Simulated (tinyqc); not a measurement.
Worked calculation: vibrations of a mass or spring defect in a linear chain. Computed by tinyqc, a small Python program that keeps every step. Command: `OMP_NUM_THREADS=1 python tinyqc.py 3027869 3027870 out.jsonl localmode walk`. One thread of a shared host (Intel(R) Xeon(R) Processor @ 2.30GHz), about 0.01 s of CPU time with the checks. Intermediate numbers are printed to about 6 digits and carried at full precision; extremes and crossings named in words are read from the listed rows.

A ring of N atoms with nearest-neighbour springs k and motion along the chain. Atom 1 is the defect, of mass M', and its two springs are k'. Odd sites are A (the defect replaces an A atom), even sites B.

Inputs (values chosen for the exercise, for a model chain):

| quantity | value | unit |
|---|---|---|
| spring constant k | 4.55 | eV/angstrom^2 |
| mass M_A | 81.1 | u |
| mass M_B | 25.9 | u |
| defect mass M' | 122 | u |
| spring ratio k'/k at the defect | 1.5 | - |
| atoms in the ring N | 6 | - |
| isotope mass step | 2 | u |

Host: diatomic.

Constants: nu for 1 eV/(angstrom^2 u) = 15.6333042 THz.

## Band edges of the host

Host bands: lambda from 0 to 2k/M(heavy) and from 2k/M(light) to 2k (1/M_A + 1/M_B). nu = 15.6333042 THz x sqrt(lambda), lambda in eV/(angstrom^2 u).

band edges (THz): 0.0000  5.2367  9.2666  10.6440

## Dynamical matrix of the ring

D_ii = (sum of the two springs at i)/M_i, D_ij = -k_ij/sqrt(M_i M_j) for neighbours, closed into a ring.

D (eV/(angstrom^2 u)), lower triangle (symmetric):
```
           1          2          3          4          5         6
1   0.111885
2  -0.121415   0.439189
3   0.000000  -0.099278   0.112207
4   0.000000   0.000000  -0.099278   0.351351
5   0.000000   0.000000   0.000000  -0.099278   0.112207
6  -0.121415   0.000000   0.000000   0.000000  -0.099278  0.439189
```

## Frequencies of the ring

Diagonalise D and leave out the zero eigenvalue of the uniform shift.

nonzero frequencies (THz): 4.1530  4.5424  9.9511  10.6831  11.4762

2 mode(s) lie outside the host bands, at 10.683, 11.476 THz.

## The highest mode of a long ring

The same matrix for 120 atoms; amplitudes are the mass-weighted eigenvector, in size, relative to the defect, for the highest mode; its weight is the squared component of the normalised eigenvector on the defect.

highest frequency, long ring = 11.4454 THz

weight of the highest mode on the defect = 0.128779

amplitudes on atoms 1 to 8: 1.00000  1.74654  0.48010  0.30290  0.08327  0.05253  0.01444  0.00911

ratio to the top of the host band = 1.07530

A local mode: it lies 7.5 % above the host band and its amplitude falls by a factor 5.77 every two atoms beyond the first neighbour.

## Convergence with the size of the ring

The formulas are those given above.

Highest mode:

| N | frequency (THz) | weight on the defect | modes outside the bands |
|---|---|---|---|
| 4 | 11.6066 | 0.121719 | 1 |
| 6 | 11.4762 | 0.123396 | 2 |
| 8 | 11.4510 | 0.127010 | 2 |
| 12 | 11.4456 | 0.128678 | 2 |
| 20 | 11.4454 | 0.128778 | 2 |
| 40 | 11.4454 | 0.128779 | 2 |
| 80 | 11.4454 | 0.128779 | 2 |
| 120 | 11.4454 | 0.128779 | 2 |

The local mode is within 0.01 % of its final value from N = 12 on, and its weight on the defect settles at 0.129: a bound mode needs only a cell larger than its decay length. In the 120-atom ring the modes outside the host bands lie at 10.8090, 11.4454 THz; one close to a band edge can be missing in a short ring.

## Isotope shift of the local mode

Raise M' by the isotope step in the 120-atom ring. First order, good only for a step much smaller than M': Delta nu/nu = -(1/2) (weight on the defect) Delta M'/M'; a defect vibrating against fixed neighbours would give sqrt(M'/(M' + step)) - 1.

shift, exact = -0.103697 %

shift, first order = -0.105556 %

shift, fixed neighbours = -0.809730 %

The shift is 13 % of the fixed-neighbour value; all other atoms together carry 87 % of the kinetic energy of the mode.

Checks made by the program: sum of eigenvalues against the trace of D (relative difference below 1e-10).
